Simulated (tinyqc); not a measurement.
Reverse leakage of an n+-p junction: diffusion, generation, trap-assisted and band-to-band tunnelling: two steps of the calculation.

One-sided abrupt junction in the depletion approximation, x from the junction (0) to W on the p side, field F = F0 (1 - x/W). Flat quasi-Fermi levels, long p side. Traps generate through SRH with both lifetimes shortened by 1 + Gamma (Hurkx enhancement, form for moderate fields); band-to-band generation is local and needs a total bending above Eg.

Inputs (values chosen for the exercise); band and dielectric values close to those of silicon: temperature T = 350 K; band gap Eg = 1.1 eV; relative permittivity eps_r = 11.8; conduction-band density of states at T Nc = 3.48e19 cm^-3; valence-band density of states at T Nv = 3.34e19 cm^-3; acceptor density of the lighter side Na = 2.4e17 cm^-3; donor density of the heavier side Nd = 1e19 cm^-3; SRH lifetime of both carriers at zero field tau = 2e-9 s; trap level above the intrinsic level Et = 0 eV; tunnelling mass mt = 0.27 m0; electron diffusion coefficient on the lighter side Dn = 16 cm^2/s; band-to-band prefactor Ab = 3.7e14 cm^-0.5 V^-2.5 s^-1; band-to-band field constant Bb = 1.76e7 V/cm; reverse bias VR = 2.8 V.

Constants: q = 1.602176634e-19 C, kB = 1.380649e-23 J/K, hbar = 1.054571817e-34 J s, m0 = 9.1093837015e-31 kg, Vt = kB T/q, eps0 = 8.8541878128e-14 F/cm where lengths are in cm. Results are converted to the units shown.

Problem 1. Field, scales and diffusion current. ni = sqrt(Nc Nv) exp(-Eg/(2 Vt)), Eg in volts; Vbi = Vt ln(Na Nd/ni^2); W = sqrt(2 eps0 eps_r (Vbi + VR)/(q Na)); F0 = 2 (Vbi + VR)/W; FG = sqrt(24 mt m0 (kB T)^3)/(q hbar); J_diff = q ni^2 sqrt(Dn/tau)(1 - exp(-VR/Vt))/Na.

Give: ni; Vbi; W; F0; FG; J_diff.

Solution 1.

ni = 4.102e11 cm^-3
Vbi = 0.9135 V
W = 142.1 nm
F0 = 522.8 kV/cm
FG = 483.0 kV/cm
J_diff = 1.005e-8 A/cm^2

Problem 2. Generation rates across the layer. u = (Vbi + VR)(1 - x/W)^2, p = Na exp(-u/Vt), n = Nd exp((u - Vbi - VR)/Vt); G0 = ni^2 (1 - exp(-VR/Vt))/(tau (n + p + 2 ni cosh(Et/Vt))); Gamma = 2 sqrt(3 pi)(F/FG) exp((F/FG)^2); trap-assisted part G0 Gamma; G_bb = Ab F^2.5 exp(-Bb/F) with F in V/cm, zero unless Vbi + VR > Eg, and counted as zero under 1 cm^-3 s^-1. 14 equal steps.

ni = 4.1021489e11 cm^-3
Vbi = 0.91352551 V
W = 142.05704 nm
F0 = 522.82176 kV/cm
FG = 483.02814 kV/cm

Find: x; F; Gamma; G0; G0 Gamma; G_bb.

Solution 2.

```
point  x (nm)  F (kV/cm)    Gamma  G0 (cm^-3 s^-1)  G0 Gamma (cm^-3 s^-1)  G_bb (1e14 cm^-3 s^-1)
0        0.00     522.82   21.446        8.4138e12              1.8044e14                  1.7548
1       10.15     485.48   16.946        6.7264e19              1.1399e21                  0.1094
2       20.29     448.13   13.471        1.0255e20              1.3815e21                  0.0044
3       30.44     410.79   10.763        1.0255e20              1.1037e21                  0.0001
4       40.59     373.44   8.6300        1.0255e20              8.8504e20                  0.0000
5       50.73     336.10   6.9331        1.0255e20              7.1102e20                  0.0000
6       60.88     298.76   5.5673        1.0255e20              5.7095e20                  0.0000
7       71.03     261.41   4.4537        1.0255e20              4.5674e20                  0.0000
8       81.18     224.07   3.5320        1.0255e20              3.6221e20                  0.0000
9       91.32     186.72   2.7560        9.8210e19              2.7067e20                  0.0000
10     101.47     149.38   2.0894        7.5294e18              1.5732e19                  0.0000
11     111.62     112.03   1.5028        9.9936e16              1.5019e17                  0.0000
12     121.76      74.69  0.97237        4.3255e15              4.2060e15                  0.0000
13     131.91      37.34  0.47755        6.5705e14              3.1377e14                  0.0000
14     142.06       0.00        0        3.5057e14                      0                  0.0000
```

Program tinyqc, `OMP_NUM_THREADS=1 python tinyqc.py 2290101 2290102 out.jsonl`; Intel Xeon 2.30GHz, shared host, one thread, about 0.01 s.
